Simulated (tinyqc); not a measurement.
Bandgap voltage reference from two bipolar transistors: one step of the calculation.

Two transistors of area 1 and N carry the same current I. Is(T) = Is (T/T0)^eta exp[(Vg0 q/kB)(1/T0 - 1/T)], VBE1 = Vt ln(I/Is(T)) + I rb, VBE2 = Vt ln(I/(N Is(T))) + I rb/N. The amplifier forces I R1(T) = VBE1 - VBE2 + Vos, with R(T) = R (1 + tc (T - T0)) for both resistors, and the output is Vref = VBE1 + I R2(T). Base currents and the Early effect are neglected.

Problem. Operating point at another temperature. Vt = kB T/q; I = (Vt ln N + Vos)/(R1(T) - rb (1 - 1/N)).

Parameters, values chosen for the exercise; values of the order met in silicon bipolar transistors: reference temperature T0 = 300 K; band-gap voltage extrapolated to 0 K Vg0 = 1.203 V; temperature exponent of the saturation current eta = 3.9; saturation current of the unit transistor at T0 Is = 9.1e-16 A; area ratio of the second transistor N = 15; resistor across which the difference of VBE falls, at T0 R1 = 2.3 kohm; temperature coefficient of both resistors tc = 0 ppm/K; offset of the amplifier Vos = -2 mV; series resistance of the unit transistor rb = 0 ohm; output resistor at T0 R2 = 20.76 kohm; temperature T = 273 K.

Constants: q = 1.602176634e-19 C, kB = 1.380649e-23 J/K. Results are converted to the units shown.

Wanted: Vt; I; Is(T); VBE1; I R2; Vref.

Solution.

Vt = 0.02353 V
I = 26.83 uA
Is(T) = 6.318e-18 A
VBE1 = 0.6840 V
I R2 = 0.5570 V
Vref = 1.241 V

From T0 to T, VBE1 changes by 58.3 mV and I R2 by -56.9 mV, which leaves 1.45 mV in Vref.

tinyqc, about 0.02 s, one thread, Intel Xeon 2.30GHz (shared host): `OMP_NUM_THREADS=1 python tinyqc.py 2062104 2062105 out.jsonl`
